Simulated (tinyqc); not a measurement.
Inside a calculation. Model: input admittance of a MOSFET at zero drain bias: distributed channel and distributed gate.

Numbers from tinyqc (`OMP_NUM_THREADS=1 python tinyqc.py 2262126 2262127 out.jsonl`; about 0.01 s on one thread of a shared Intel Xeon 2.30GHz). Printed values are rounded.

Source and drain grounded, strong inversion, w = 2 pi f, Cox = eps0 eox/tox. The channel is an RC line of resistance 1/(mu Cox Vo) per square fed from both ends, so one finger has the intrinsic admittance y = i w Cox L tanh(g)/g per width, g = (1/2) sqrt(i w tau), tau = L^2/(mu Vo). The vertical resistance rv/L is in series with y, the overlaps 2 i w Cov in parallel: y_t = 1/(1/y + rv/L) + 2 i w Cov. The gate strip is a line of Rsh/L per length loaded by y_t, so a finger has Y = y_t Wf tanh(k)/k, k = (Wf/sd) sqrt(y_t Rsh/L); the device has Nf Y.

Inputs (values chosen for the exercise); values of the order met in silicon radio-frequency transistors: relative permittivity of the gate insulator (close to silicon dioxide) eox = 3.9; insulator thickness tox = 4.6 nm; channel length L = 0.73 um; finger width Wf = 9.9 um; number of fingers Nf = 16; channel mobility mu = 150 cm^2/(V s); gate overdrive Vo = 0.58 V; sheet resistance of the gate Rsh = 22 ohm/square; vertical resistivity of the gate stack rv = 1 ohm um^2; number of ends at which a finger is contacted sd = 1; overlap and fringe capacitance on each side Cov = 0.35 fF/um; frequency f = 2.3 GHz.

Constants: eps0 = 8.8541878128e-14 F/cm where lengths are in cm. Results are converted to the units shown.

## Low-frequency resistances and capacitance

Low-frequency limits, with c = Cox L and ct = c + 2 Cov: R_strip = Rsh Wf/(3 sd^2 L Nf), R_ch = (c/ct)^2 L/(12 mu Cox Vo Wf Nf), R_vert = (c/ct)^2 rv/(L Wf Nf), C = ct Wf Nf.

parts (ohm): strip 6.21575, channel 4.62376, vertical 0.00679995
sum = 10.8463 ohm
C = 978.908 fF
1/(2 pi R C) = 14.9898 GHz

The strip term is the largest, 57.3 % of the sum.

## Admittance of the channel and stack per width

tau, g, c = Cox L, y and y_t as defined.

tau = 61.2529 ps
g = 0.332638+0.332638i
c = 5.47997 fF/um
y = 5.7957+78.6799i uS/um
y_t = 5.8042+88.7946i uS/um

w tau = 0.885, and Im y is 0.994 of w c.

## Input impedance of the device

k and Y as defined; Z = 1/(Nf Y) = R + 1/(i w C); Q = |Im Z|/R; signal at the point farthest from a contact |1/cosh k|.

k = 0.374151+0.350493i
Nf Y = 2.1058+13.7818i mS
R = 10.8336 ohm
C = 975.937 fF
Q = 6.54480
signal at the far point = 0.985929

R is 0.12 % below its low-frequency limit and C is 0.30 % below its own.
